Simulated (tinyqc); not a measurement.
Worked calculation: ion implantation: universal nuclear stopping, Lindhard-Scharff electronic stopping and a Gaussian range profile. Computed by tinyqc, a small Python program that keeps every step. Command: `OMP_NUM_THREADS=1 python tinyqc.py 3028799 3028800 out.jsonl implant walk`. One thread of a shared host (Intel(R) Xeon(R) Processor @ 2.30GHz), about 0.08 s of CPU time with the checks. Intermediate numbers are printed to about 7 digits and carried at full precision; extremes and crossings named in words are read from the listed rows.

An ion slows by elastic collisions with screened nuclei and by friction with electrons; channelling is ignored and the target is uniform.

Inputs (values chosen for the exercise, modelled on silicon ions in germanium): ion atomic number Z1 = 14; ion mass M1 = 28 u; target atomic number Z2 = 32; target mass M2 = 72.63 u; target density N = 44.2 1/nm^3; ion energy E = 12 keV; scale factor of electronic stopping k = 1.2; dose Q = 1.8e+13 1/cm^2; background C_B = 2.8e+16 1/cm^3; displacement energy E_d = 15 eV; tilt angle = 45 degrees; screen thickness d = 19 nm.

Follow-up: tilt and screen oxide.

## Stopping at the entry energy

Reduced energy eps = 32.53 M2 E/(Z1 Z2 (M1 + M2)(Z1^0.23 + Z2^0.23)), E in keV; s_n = ln(1 + 1.1383 eps)/(2 (eps + 0.01321 eps^0.21226 + 0.19593 eps^0.5)) for eps up to 30 and ln(eps)/(2 eps) above; S_n = 8.462 Z1 Z2 M1 s_n/((M1 + M2)(Z1^0.23 + Z2^0.23)) in 1e-15 eV cm^2. S_e = k 3.83 Z1^(7/6) Z2/(Z1^(2/3) + Z2^(2/3))^(3/2) sqrt(E/M1) in 1e-15 eV cm^2, E in keV. dE/dx = N (S_n + S_e); 1e-15 eV cm^2 = 0.1 eV nm^2.

reduced energy eps = 0.1551277

s_n = 0.3371044

S_n = 87.71208 x 1e-15 eV cm^2

S_e = 33.04310 x 1e-15 eV cm^2

energy loss dE/dx = 533.7379 eV/nm

Nuclear stopping carries 73 % of the loss at entry.

## Range and straggle

Path length R = int_0^E dE'/(N (S_n + S_e)); energy lost to nuclei nu = int_0^E S_n/(S_n + S_e) dE' (both with E' = E y^3 and 64 Gauss-Legendre points in y). Estimates of Lindhard type: R_p = R/(1 + M2/(3 M1)), straggle dR_p = (2/3) R_p sqrt(M1 M2)/(M1 + M2).

path length R = 33.63364 nm

projected range R_p = 18.03758 nm

straggle dR_p = 5.388855 nm

energy lost to nuclei nu = 9.313276 keV

78 % of the energy goes to nuclei over the whole path.

## Gaussian profile

C(x) = C_p exp(-(x - R_p)^2/(2 dR_p^2)) with C_p = Q/(sqrt(2 pi) dR_p), 1 nm = 1e-7 cm; the profile falls to the background at x_j = R_p + dR_p sqrt(2 ln(C_p/C_B)); the peak atomic fraction is C_p/N.

peak concentration C_p = 1.332558e+19 1/cm^3

Depth x_j where C falls to C_B = 36.96042 nm

peak atomic fraction = 3.014837e-04

## Damage

Kinchin-Pease count with efficiency 0.8: N_d = 0.8 nu/(2 E_d), taking all of nu as damage energy (an upper estimate, as recoils also lose energy to electrons). Spread over a depth R_p + dR_p, displacements per atom = Q N_d/(N (R_p + dR_p)).

displacements per ion N_d = 248.3540

displacements per atom = 0.04317331

One displacement per atom would need a dose of 4.2e14 per cm^2 if no defects annealed.

## Tilt and screen

Depths scale with cos(tilt): R_p cos and dR_p cos (lateral straggle ignored); the screen stops like the target. Fraction in the substrate = (1/2) erfc((d - R_p cos)/(sqrt2 dR_p cos)); peak depth below the screen = R_p cos - d.

fraction in the substrate = 0.05060377

peak depth below the screen = -6.245507 nm

The peak lies inside the screen, so only the tail is implanted.

## Nuclear against electronic stopping over energy

The formulas are those given above.

Stopping (1e-15 eV cm^2) and range:
```
E (keV)           eps       S_n       S_e    R (nm)       nu/E
1        1.292731e-02  46.97903    9.5387    7.9264  0.8394371
2        2.585461e-02  59.48206   13.4898   11.3979  0.8311501
5        6.463653e-02  75.80870   21.3292   19.2749  0.8104518
10       1.292731e-01  85.75115   30.1641   29.8119  0.7847332
20       2.585461e-01  91.17811   42.6585   47.7954  0.7468187
50       6.463653e-01  87.92543   67.4490   94.2445  0.6700704
100      1.292731e+00  76.96575   95.3872  163.0422  0.5857465
200      2.585461e+00  61.19509  134.8979  285.7133  0.4787955
500      6.463653e+00  39.56456  213.2923  588.2132  0.3225006
```

Nuclear stopping peaks near 20 keV among these rows (eps = 0.26; the universal curve peaks near 0.3). Electronic stopping overtakes it between 50 and 100 keV. The path length grows as E^0.52 at the low end and E^0.79 at the high end; constant stopping would give E^1, and stopping that rises with E, be it nuclear (below its peak) or electronic, gives a lower exponent.

Checks made by the program: range against adaptive quadrature (relative difference 3e-06).
